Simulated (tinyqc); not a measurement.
From a target level to the width: type-II superlattice in the two-band Kane model. Three cases, with inputs chosen for the exercise.

Problem. Which width a puts the bottom of C1 at the energy below?

Motion along the axis, period d = a + b, c = hbar^2/2m0. Conduction and light-hole bands couple: (E - Ec)(E - Ev) = Ep c k^2 in each layer, with mass m(E) = (E - Ev)/Ep, which may be negative. The conduction envelope psi and psi'/m(E) are continuous; a layer carries them by [[cos kt, (m/k) sin kt], [-(k/m) sin kt, cos kt]] (cosh and sinh for k^2 < 0), and cos(q d) = tr(M_B M_A)/2. C1 is the first miniband above EvB, with its bottom at tr/2 = +1 and its top at -1; the gap is the bottom of C1 less the top heavy-hole level HH1.

Constants: hbar^2/2m0 = 3.80998211 eV angstrom^2.

Find: k in A; kappa in B; a.

Method. At q = 0 the state is even in both layers: (k/m_A) tan(k a/2) = (kappa/m_B) tanh(kappa b/2) with the masses at that energy; the first branch of the arctangent gives a.

Case 1.

Values chosen (near those of an InAs/GaSb superlattice; not measured data):
- b = 40 angstrom (layer B)
- EcA = 0 eV (conduction edge of A)
- EvA = -0.414 eV (valence edge of A)
- EcB = 0.976 eV (conduction edge of B)
- EvB = 0.155 eV (valence edge of B)
- EpA = 14.3 eV (coupling energy in A)
- EpB = 17.7 eV (coupling energy in B)

bottom of C1 = 0.230575 eV

Solution.

k in A = 0.05223 1/angstrom
kappa in B = 0.02890 1/angstrom
a = 48.0 angstrom

Case 2.

Values chosen (near those of an InAs/GaSb superlattice; not measured data):
- b = 53 angstrom (layer B)
- EcA = 0 eV (conduction edge of A)
- EvA = -0.41 eV (valence edge of A)
- EcB = 0.983 eV (conduction edge of B)
- EvB = 0.17 eV (valence edge of B)
- EpA = 14.4 eV (coupling energy in A)
- EpB = 18.3 eV (coupling energy in B)

bottom of C1 = 0.306771 eV

Solution.

k in A = 0.06331 1/angstrom
kappa in B = 0.03642 1/angstrom
a = 39.0 angstrom

Case 3.

Values chosen (near those of an InAs/GaSb superlattice; not measured data):
- b = 29 angstrom (layer B)
- EcA = 0 eV (conduction edge of A)
- EvA = -0.42 eV (valence edge of A)
- EcB = 0.945 eV (conduction edge of B)
- EvB = 0.139 eV (valence edge of B)
- EpA = 14.6 eV (coupling energy in A)
- EpB = 18.1 eV (coupling energy in B)

bottom of C1 = 0.214606 eV

Solution.

k in A = 0.04948 1/angstrom
kappa in B = 0.02830 1/angstrom
a = 47.0 angstrom

Computed by tinyqc, one run a case: `OMP_NUM_THREADS=1 python tinyqc.py N N+1 out.jsonl` with N = 1251848, 1251869, 1251876; one thread of a shared Intel(R) Xeon(R) Processor @ 2.30GHz, about 0.06 s a run at most.
